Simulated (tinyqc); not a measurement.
Worked calculation: Peierls distortion of a half-filled chain. Values are carried at full precision from step to step, so a last printed digit may differ when a step is redone from the rounded ones.

Atoms move by +/- u, so bonds change by -/+ 2u and hoppings are t +/- 2 al u. Bands E = -/+ sqrt((2 t cos x)^2 + D^2 sin^2 x) with D = 4 al u, x = k a in (0, pi/2); the gap is 2D. Energy per atom at zero temperature: E(u) = -mean_x sqrt(...) + 2 K u^2; exactly, the mean is (4t/pi) E(1 - z^2), z = D/2t, E the complete elliptic integral of the second kind with parameter m. Coupling lambda = 2 al^2/(pi t K).

Constants: kB = 8.617333262e-05 eV/K.

Inputs chosen for the exercise: t = 2.35 eV (hopping of the even chain); al = 3.2 eV/angstrom (change of hopping with bond length); K = 9 eV/angstrom^2 (spring constant of a bond); u = 0.032 angstrom (trial shift of alternate atoms); N = 3 (k points).

## Energy at a trial distortion

Use the mesh x_j = (j + 1/2) pi/(2N), j = 0 .. N-1, and also the elliptic integral.

D = 0.4096 eV

|E| on the mesh (eV): 4.5411  3.3360  1.2792

band energy on the mesh = -3.0521 eV
elastic energy = 0.0184 eV
total, exact = -3.0116 eV
exact E(u) - E(0) = -0.0195 eV

This distortion lowers the energy; the mesh errs by -22.09 meV.

## The equilibrium distortion

dE/du = 0 gives 1 = (4 al^2/K) mean(sin^2 x/|E|); solve with the exact mean, and compare with the weak-coupling form D = 8 t exp(-1 - 1/(2 lambda)).

lambda = 0.3082
u0 = 0.1181 angstrom
gap 2D = 3.024 eV
gap, weak coupling = 2.731 eV
E(u0) - E(0) per atom = -70.85 meV

Long and short bonds differ by 4 u0 = 0.4725 angstrom. The weak-coupling gap is 0.903 of the full one. The gain is far smaller than the gap, since only states near the zone edge move.

## Length and phonon scales

Coherence length xi/a = 2t/D with D half the gap; mean-field transition kB Tp = D/1.764 (weak coupling); for the optical mode at the zone edge (omega_R/omega_0)^2 = 2 lambda at weak coupling.

xi/a = 3.11
Tp = 9.95e+03 K
omega_R/omega_0 = 0.785

Tp is a mean-field scale: in a single chain fluctuations forbid the transition, and coupling between chains sets the real one, far lower.

## Checks

- Total energy at u0 on 4000 points against the elliptic integral (eV): both -3.06296.

tinyqc: `OMP_NUM_THREADS=1 python tinyqc.py 1682446 1682447 out.jsonl`; about 0.07 s, one thread, shared Intel(R) Xeon(R) Processor @ 2.30GHz.
